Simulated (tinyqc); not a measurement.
Inside a calculation. Model: stacked nanosheet transistor, parasitic resistance, capacitance and delay.

Program tinyqc, `OMP_NUM_THREADS=1 python tinyqc.py 2170044 2170045 out.jsonl`; Intel Xeon 2.30GHz, shared host, one thread, about 0.06 s. Printed values are rounded.

Ns sheets share one contact on top; each has perimeter p = 2 (Ws + ts) and cross-section A = Ws ts; contact width Wc = Ws + 10 nm, stack height Hs = Ns pv. Sheet 1 is the top one. Contact length Lc = CPP - Lg - 2 Lsp, shared by two neighbouring gates. Source and drain sides are equal. The formulas are first-order estimates, not field solutions.

Inputs (values chosen for the exercise); values close to those of silicon logic devices: temperature T = 300 K; number of sheets Ns = 3; sheet width Ws = 12 nm; sheet thickness ts = 5 nm; vertical pitch of the sheets pv = 12 nm; vertical resistance between sheet levels rv = 96 ohm; contacted gate pitch CPP = 48 nm; gate length Lg = 16 nm; spacer length Lsp = 7 nm; relative permittivity of the spacer ks = 5.5; gate height above the channel stack Hc = 15 nm; contact resistivity rc = 2.3e-9 ohm cm^2; resistivity of the source-drain epitaxy re = 0.00068 ohm cm; current-carrying depth of the epitaxy te = 20 nm; resistivity of the extension rx = 0.0013 ohm cm; gate overlap Lov = 0.5 nm; inversion capacitance Cinv = 2.6 uF/cm^2; injection velocity vx = 1e7 cm/s; apparent mobility mu = 200 cm^2/(V s); threshold at zero drain voltage VT = 0.23 V; barrier lowering dl = 0.05 V/V; subthreshold factor n = 1.15; wire load Cw = 0.29 fF; supply voltage Vdd = 0.8 V.

Constants: q = 1.602176634e-19 C, kB = 1.380649e-23 J/K, eps0 = 8.8541878128e-12 F/m, Vt = kB T/q. Results are converted to the units shown.

## Geometry and resistances

Epitaxy sheet resistance Rsh = re/te, transfer length LT = sqrt(rc/Rsh), contact Rc = [sqrt(rc Rsh)/Wc] coth(Lc/(2 LT)); extension of one sheet Rx = rx Lsp/A. Effective width N p; for equal currents and rv = 0 one side has Rc + Rx/N.

Lc = 18 nm
effective width = 102 nm
Rsh = 340 ohm
LT = 26.00905 nm
Rc = 1207.614 ohm
Rx = 1516.667 ohm
one side times effective width = 174.7433 ohm um

Lc/2 is 0.35 transfer lengths, and Rc is 4.0 % above the area limit rc/(Wc Lc/2). The contact makes up 70.5 % of one side.

## Capacitances

With N sheets: gate Cg = Cinv p N Lg; per side, plate Cp = ks eps0 [Wc (Hs + Hc) - N A]/Lsp, top fringe Cf = (2/pi) ks eps0 Wc ln(1 + Lg/(2 Lsp)), overlap Co = Cinv p N Lov. Cs = Cp + Cf + Co. An inverter of two such devices driving an equal one has the load CL = 2 (Cg + 2 Cs) + 4 Cs + Cw (its own drains counted twice for the Miller effect).

Cg = 42.43200 aF
Cp = 6.553364 aF
Cf = 0.5198152 aF
Co = 1.326 aF
CL = 442.0574 aF

The channel capacitance gives 19.2 % of CL, the parasitic parts 15.2 % and the wire 65.6 %.

## Iteration 1: sheet currents at Vgs = Vdd, Vds = Vdd/2

I at the start (uA): sheet 1 0, sheet 2 0, sheet 3 0

One sheet: I = p Q vx u/(1 + |u|^1.8)^(1/1.8), Q = Cinv n Vt ln(1 + exp((Vg' - VT + dl Vd')/(n Vt))), u = Vd' mu/(vx Lg), Vg' = Vgs - v, Vd' = Vds - 2 v, with the drop on each side v_j = Rc sum I + rv (sum over levels k = 2..j of the current of sheets k..Ns) + Rx I_j. I(new) = I + 0.5 (I(out) - I).

drop v (mV): sheet 1 0, sheet 2 0, sheet 3 0
I(out) (uA): sheet 1 50.62243, sheet 2 50.62243, sheet 3 50.62243
I after iteration 1 (uA): sheet 1 25.31121, sheet 2 25.31121, sheet 3 25.31121

## Iteration 2: sheet currents at Vgs = Vdd, Vds = Vdd/2

As before.

drop v (mV): sheet 1 130.0872, sheet 2 134.9469, sheet 3 137.3768
I(out) (uA): sheet 1 33.22099, sheet 2 32.16597, sheet 3 31.60664
I after iteration 2 (uA): sheet 1 29.26610, sheet 2 28.73859, sheet 3 28.45893

## Course of the iteration: sheet currents at Vgs = Vdd, Vds = Vdd/2

Stop when the largest change of I is below 1e-6 uA, or after 80 iterations.

Course of the iteration:
```
iteration  total I (uA)  largest |change| of one entry (uA)
1              75.93364                                25.3
2              86.46362                                3.95
3              84.33270                                1.03
4              85.02522                               0.272
5              84.82796                              0.0873
6              84.88819                              0.0226
7              84.87065                             7.44e-3
8              84.87595                             1.91e-3
9              84.87440                             6.38e-4
10             84.87487                             1.63e-4
11             84.87473                             5.51e-5
12             84.87477                             1.42e-5
13             84.87476                             4.78e-6
14             84.87476                             1.28e-6
15             84.87476                             4.17e-7
```

Converged in 15 iterations. The changes do not fall evenly; from iteration 10 to 15 they shrink by a factor of 3.3 a step on average. The bottom sheet carries 94.4 % of the current of the top one.

## Effective current, delay and energy

IH = I(Vdd, Vdd/2) = 84.87476 uA
IL = I(Vdd/2, Vdd), solved likewise = 36.51380 uA

Ieff = (IH + IL)/2, delay CL Vdd/(2 Ieff), energy CL Vdd^2, with CL the load of an inverter that drives an equal one.

Ieff = 60.69428 uA
delay = 2.913338 ps
energy = 282.9168 aJ

Without any series resistance Ieff would be 104 uA, so the resistances cost 41.4 %.
